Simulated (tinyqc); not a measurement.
What moves the results: trap in a gate oxide as a short-range spherical well. A value that a table varies takes the place of the one given here.

A spherical well of radius R and depth V0 below the conduction edge, one mass m, c = hbar^2/2m0. The s level at binding Et solves k cot(k R) = -kappa with k = sqrt(m (V0 - Et)/c), kappa = sqrt(m Et/c); it exists for V0 > Vc = c (pi/2R)^2/m. Outside, psi falls as exp(-kappa r)/r.

Lucovsky model (delta well, plane-wave final states, no local-field factor): sigma = (32 pi alpha c/(3 n_r m Et)) (x - 1)^(3/2)/x^3, x = h nu/Et, c = hbar^2/2m0; 1 angstrom^2 = 1e-16 cm^2.

Energies from the conduction edge of the channel. The trap level at depth x is E_T = dEc - Et - e Fox x (1 MV/cm = 0.01 eV/angstrom). An electron at the channel edge tunnels with the WKB exponent S = (4/3) sqrt(m/c) [dEc^(3/2) - (dEc - e Fox x)^(3/2)]/(e Fox), c = hbar^2/2m0; tau = t0 exp(S); the occupation is f = 1/(1 + exp((E_T - EF)/kB T)), tau_c = tau/f and tau_e = tau/(1 - f). Lattice relaxation is left out; a level below the channel edge needs phonons as well, so tau is then a lower bound, while a level above it can also empty elastically at its own energy, through a thinner barrier, faster than this tau.

Constants: hbar^2/2m0 = 3.80998211 eV angstrom^2; fine-structure constant alpha = 0.007297352564; kB = 8.617333262e-05 eV/K.

Inputs chosen for the exercise (near those of SiO2 on Si; the results hold for these values, not for the real material): R = 3.2 angstrom (radius of the well); m = 0.423 m0 (mass); fV = (1.04, 1.1, 1.24, 1.67, 1.91, 2.92, 6.17) (V0/Vc); n_r = 1.42 (refractive index); xs = (1.09, 1.17, 1.47, 1.95, 2.21, 2.99, 4.82, 6.36) (photon energies h nu/Et); dEc = 2.99 eV (conduction offset to the channel); Fox = 4.1 MV/cm (oxide field, lowering levels away from the channel); t0 = 0.84 x 1e-11 s (time constant at the interface); T = 200 K (temperature); EF = 0.07 eV (Fermi level above the channel edge); ds = (2, 4, 7, 10, 14, 19) angstrom (depths); V0 = 6.29 eV (depth of the well); x = 9 angstrom (depth of the trap).

## From threshold to a deep level

Et against the depth at fixed R; near threshold Et = (pi^2/16)(V0 - Vc)^2/Vc.

Results:

| V0/Vc | V0 (eV) | Et (eV) | threshold form (eV) | 1/kappa (angstrom) | share outside |
|---|---|---|---|---|---|
| 1.04 | 2.257 | 0.002081 | 0.002142 | 65.8 | 0.953 |
| 1.10 | 2.387 | 0.01248 | 0.01339 | 26.9 | 0.889 |
| 1.24 | 2.691 | 0.06570 | 0.07711 | 11.7 | 0.766 |
| 1.67 | 3.624 | 0.4071 | 0.6010 | 4.7 | 0.528 |
| 1.91 | 4.145 | 0.6752 | 1.109 | 3.7 | 0.446 |
| 2.92 | 6.337 | 2.125 | 4.935 | 2.1 | 0.260 |
| 6.17 | 13.391 | 8.070 | 35.78 | 1.1 | 0.099 |

The threshold form holds to 10 % up to V0/Vc = 1.10 of those listed. There the state is mostly outside the well (95 % in the first row) and knows only Et, which is why a delta-well model works; more than half is inside from V0/Vc = 1.91 on. A second s level would need V0/Vc > 9.

## Neutral against charged centre

Et = 2.09002 eV

Lucovsky cross-section, its shape relative to the peak, and the shape of a hydrogen-like centre relative to threshold: x^-4 exp(4 - 4 atan(e)/e)/(1 - exp(-2 pi/e)), e = sqrt(x - 1).

Results:

| x | h nu (eV) | sigma (1e-18 cm^2) | relative to peak | hydrogen-like |
|---|---|---|---|---|
| 1.09 | 2.278 | 1.55 | 0.167 | 0.794 |
| 1.17 | 2.445 | 3.25 | 0.350 | 0.656 |
| 1.47 | 3.072 | 7.53 | 0.811 | 0.351 |
| 1.95 | 4.076 | 9.27 | 0.999 | 0.159 |
| 2.21 | 4.619 | 9.15 | 0.986 | 0.111 |
| 2.99 | 6.249 | 7.79 | 0.840 | 0.046 |
| 4.82 | 10.074 | 4.95 | 0.533 | 0.011 |
| 6.36 | 13.293 | 3.58 | 0.386 | 0.005 |

The short-range centre starts from zero, reaches half its peak at x = 1.24 and peaks at x = 2; in the last row it still has 39 % of the peak. The Coulomb centre is largest at threshold and is down to 0.5 % there. Reading the peak as the threshold would misplace the level by a factor 2, here 2.09 eV. Rows above the gap, about 9 eV, are hidden by band-to-band absorption.

## Depth of the trap

Each depth has its own level and time; the corner frequency is 1/(2 pi tau).

Results:

| x (angstrom) | E_T (eV) | S | tau (s) | corner (Hz) | f |
|---|---|---|---|---|---|
| 2 | 0.818 | 2.29 | 8.3e-11 | 1.9e+09 | 0.000 |
| 4 | 0.736 | 4.55 | 7.9e-10 | 2.0e+08 | 0.000 |
| 7 | 0.613 | 7.87 | 2.2e-08 | 7.2e+06 | 0.000 |
| 10 | 0.490 | 11.12 | 5.7e-07 | 2.8e+05 | 0.000 |
| 14 | 0.326 | 15.33 | 3.8e-05 | 4.2e+03 | 0.000 |
| 19 | 0.121 | 20.40 | 0.0061 | 26 | 0.049 |

tau spans 7.9 decades, one decade for each 2.04 angstrom at the start and 2.27 at the end, where the field has thinned the barrier. Traps spread evenly in depth are thus spread nearly evenly in ln tau; if levels near EF exist at every depth, this sums to 1/f noise and to charging that grows as ln t. With the single Et of this table only depths where f is neither 0 nor 1 contribute. The level stays above EF at all these depths.

## What each parameter does

Et from the well, then the level and the time. Each row changes one parameter from the base and keeps the others.

Results:

| case | Et (eV) | E_T (eV) | log10 tau (s) | ln(tau_c/tau_e) |
|---|---|---|---|---|
| base | 2.090 | 0.531 | -6.71 | 26.7 |
| x = 11 angstrom | 2.090 | 0.449 | -5.78 | 22.0 |
| Fox = 5.1 MV/cm | 2.090 | 0.441 | -6.75 | 21.5 |
| dEc = 2.75 eV | 2.090 | 0.291 | -6.90 | 12.8 |
| m = 0.465 m0 | 2.329 | 0.292 | -6.50 | 12.9 |
| V0 = 6.6 eV | 2.321 | 0.300 | -6.71 | 13.3 |
| T = 250 K | 2.090 | 0.531 | -6.71 | 21.4 |
| EF = 0.12 eV | 2.090 | 0.531 | -6.71 | 23.8 |

The largest shifts from the base row, up to three for each result and ties (the steps differ in size, so this ranks the rows, not the parameters). Et (eV): m +0.239, V0 +0.231; unchanged at the printed digits by x, Fox, dEc, T and EF. E_T (eV): dEc -0.240, m -0.239, V0 -0.231; unchanged at the printed digits by T and EF. log10 tau (s): x +0.93, m +0.21, dEc -0.19; unchanged at the printed digits by V0, T and EF. ln(tau_c/tau_e): dEc -13.9, m -13.9, V0 -13.4.

Program tinyqc; command `OMP_NUM_THREADS=1 python tinyqc.py 1282418 1282419 out.jsonl`; about 0.01 s on one thread of a shared Intel(R) Xeon(R) Processor @ 2.30GHz.
